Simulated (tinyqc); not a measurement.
Landau levels of a parabolic two-dimensional band: one step. The lowest levels.

E(N, s) = (N + 1/2) hbar wc + s gs muB B with s = +/-1/2.

In a field B along z: l = 1/sqrt((e/hbar) B) is the magnetic length, n_B = B/(h/e) the number of states per area in one level, hbar wc = 2 muB B/m for mass m in m0; 1/angstrom^2 = 1e16/cm^2.

Constants: hbar^2/2m0 = 3.80998211 eV angstrom^2; e/hbar = 1.519267448e-05 1/(T angstrom^2); h/e = 413566.7697 T angstrom^2; muB = 5.788381798e-05 eV/T.

Inputs chosen for the exercise (near those of a two-dimensional electron gas in GaAs; the results hold for these values, not for the real material): m = 0.0671 m0 (mass); gs = -0.42 (g factor); gv = 1 (valleys); B = 12 T (magnetic field).

Problem. List the eight lowest, in meV, with the gap to the next.

Give: a table of label, E (meV), gap above (meV).

Solution.

Levels:
```
label  E (meV)  gap above (meV)
0+      10.206            0.292
0-      10.498           20.412
1+      30.910            0.292
1-      31.201           20.412
2+      51.613            0.292
2-      51.905           20.412
3+      72.317            0.292
3-      72.608           20.412
```

The largest of these gaps, 20.41 meV, first occurs above level 0- and is kB T at 237 K.

tinyqc: `OMP_NUM_THREADS=1 python tinyqc.py 1282439 1282440 out.jsonl`; about 0.02 s, one thread, shared Intel(R) Xeon(R) Processor @ 2.30GHz.
